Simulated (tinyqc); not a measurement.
Worked calculation: extended Hueckel theory, for H6+. The parameters take no account of the charge, which enters only through the electron count. Computed by tinyqc, a small Python program that keeps every step (integrals from PySCF). Settings: charge = 1, K = 1.5, multiplicity = 2. Command: `OMP_NUM_THREADS=1 python tinyqc.py 21536 21537 out.jsonl` (the two numbers bound the seeds that draw the settings). One thread of a shared host (Intel(R) Xeon(R) Processor @ 2.60GHz), about 0.01 s of CPU time with the checks.

## Overlaps

Geometry (angstrom):

| atom | x | y | z |
|---|---|---|---|
| H | 0.00000 | 0.00000 | 0.00000 |
| H | 0.00000 | 0.00000 | 0.73500 |
| H | 0.00000 | 0.00000 | 1.80400 |
| H | 0.00000 | 0.00000 | 2.53800 |
| H | 0.00000 | 0.00000 | 3.60700 |
| H | 0.00000 | 0.00000 | 4.34200 |

Parameters chosen for this run:

| element | shell | Slater exponent | H_ii (eV) |
|---|---|---|---|
| H | 1s | 1.30000 | -13.60000 |

Slater orbitals, each expanded in six Gaussians scaled to its exponent.

overlap S:
```
         1H 1s    2H 1s    3H 1s    4H 1s    5H 1s    6H 1s
1H 1s  1.00000  0.63980  0.14246  0.03958  0.00501  0.00104
2H 1s  0.63980  1.00000  0.42871  0.14270  0.02127  0.00501
3H 1s  0.14246  0.42871  1.00000  0.64048  0.14270  0.03958
4H 1s  0.03958  0.14270  0.64048  1.00000  0.42871  0.14246
5H 1s  0.00501  0.02127  0.14270  0.42871  1.00000  0.63980
6H 1s  0.00104  0.00501  0.03958  0.14246  0.63980  1.00000
```

## Wolfsberg-Helmholz matrix

diagonal H_ii (eV): 1H 1s -13.60000, 2H 1s -13.60000, 3H 1s -13.60000, 4H 1s -13.60000, 5H 1s -13.60000, 6H 1s -13.60000

K = 1.50000

H_ij = K' S_ij (H_ii + H_jj)/2 for i != j (the diagonal keeps H_ii), with K' = 1.5.

H (eV):
```
           1H 1s      2H 1s      3H 1s      4H 1s      5H 1s      6H 1s
1H 1s  -13.60000  -13.05183   -2.90619   -0.80747   -0.10217   -0.02125
2H 1s  -13.05183  -13.60000   -8.74573   -2.91098   -0.43384   -0.10217
3H 1s   -2.90619   -8.74573  -13.60000  -13.06574   -2.91098   -0.80747
4H 1s   -0.80747   -2.91098  -13.06574  -13.60000   -8.74573   -2.90619
5H 1s   -0.10217   -0.43384   -2.91098   -8.74573  -13.60000  -13.05183
6H 1s   -0.02125   -0.10217   -0.80747   -2.90619  -13.05183  -13.60000
```

## Orbitals

valence electrons = 5

Solve H C = S C e through S^(-1/2); fill by pairs from the bottom, a degenerate level sharing its electrons equally; each orbital has its largest coefficient positive (the first on a tie).

orbital energies (eV): -17.31375  -16.35496  -14.52962  -5.59999  2.18318  14.17288

occupations: 2.00000  2.00000  1.00000  0.00000  0.00000  0.00000

coefficients:
```
           MO1       MO2       MO3       MO4       MO5       MO6
1H 1s  0.19667   0.37259  -0.43495   0.67324  -0.80606   0.54479
2H 1s  0.27106   0.38226  -0.22916  -0.46761   0.95963  -0.88456
3H 1s  0.33879   0.11174   0.43583  -0.64523  -0.29984   1.20950
4H 1s  0.33879  -0.11174   0.43583   0.64523  -0.29984  -1.20950
5H 1s  0.27106  -0.38226  -0.22916   0.46761   0.95963   0.88456
6H 1s  0.19667  -0.37259  -0.43495  -0.67324  -0.80606  -0.54479
```

sum of one-electron energies = -81.86703 eV

## Mulliken analysis

P = C n C^T; charge = valence electrons (H 1) minus the sum of (P S)_ii on the atom; overlap population = 2 sum P_ij S_ij between two atoms.

charges: 1H 0.14367, 2H 0.12413, 3H 0.23220, 4H 0.23220, 5H 0.12413, 6H 0.14367

Overlap populations:

| pair | value |
|---|---|
| 2-1 | 0.628461 |
| 3-1 | 0.007681 |
| 3-2 | 0.145085 |
| 4-1 | -0.011049 |
| 4-2 | -0.000467 |
| 4-3 | 0.505390 |
| 5-1 | -0.000787 |
| 5-2 | -0.003946 |
| 5-3 | -0.000467 |
| 5-4 | 0.145085 |
| 6-1 | -0.000023 |
| 6-2 | -0.000787 |
| 6-3 | -0.011049 |
| 6-4 | 0.007681 |
| 6-5 | 0.628461 |
